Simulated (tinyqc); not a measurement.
# Four-point probe at the centre of a round wafer

Four collinear probes with spacing s at the centre of a thin disc of diameter d with an insulating edge: Rs = C V/I, C = pi/{ln 2 + ln[((d/s)^2 + 3)/((d/s)^2 - 3)]}; C tends to pi/ln 2 = 4.5324. x = d/s.

Values chosen for this exercise:
```
symbol   value        unit                     meaning
ns      2.4e12       cm^-2  sheet density of the layer
mu         300  cm^2/(V s)              drift mobility
I          500          uA                     current
```

Constants: q = 1.602176634e-19 C. Results are converted to the units shown.

Four-point probe at the centre of a round wafer:

| x | C | C over its limit | V for Rs = 1/(q ns mu) (mV) |
|---|---|---|---|
| 3 | 2.266 | 0.5000 | 1913 |
| 3.5 | 2.633 | 0.5810 | 1646 |
| 4 | 2.929 | 0.6462 | 1480 |
| 5 | 3.362 | 0.7419 | 1289 |
| 7.5 | 3.927 | 0.8665 | 1104 |
| 10 | 4.171 | 0.9203 | 1039 |
| 15 | 4.364 | 0.9630 | 993.1 |
| 20 | 4.436 | 0.9788 | 977.0 |
| 40 | 4.508 | 0.9946 | 961.5 |
| 100 | 4.528 | 0.9991 | 957.1 |

What does the table show?

C rises from 2.266 to 4.528. Using 4.5324 overstates Rs by 100 % in the first row and by under 1 % from d/s = 40 on among the rows.

Numbers from tinyqc (`OMP_NUM_THREADS=1 python tinyqc.py 2850225 2850226 out.jsonl`; about 0.01 s on one thread of a shared Intel Xeon 2.30GHz).
